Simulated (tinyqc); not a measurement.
# Tail temperature from the power law

Problem. When tail states hold most of the charge, the linear current goes as I = A (Vg - VT)^g with g = 2 Tt/T - 1. Find g, Tt and the tail width kB Tt.

Values chosen for this exercise:
```
symbol,value,unit,meaning
T,250,K,temperature
```

Constants: q = 1.602176634e-19 C, kB = 1.380649e-23 J/K, Vt = kB T/q. Results are converted to the units shown.

I at Vg - VT = 11 and 16 V (nA): [1319.2008, 2749.5170]

Solution. g is the slope of ln I against ln(Vg - VT).

g = 1.96
Tt = 370 K
kB Tt = 31.9 meV

Program tinyqc, `OMP_NUM_THREADS=1 python tinyqc.py 2610121 2610122 out.jsonl`; Intel Xeon 2.30GHz, shared host, one thread, about 0.02 s.
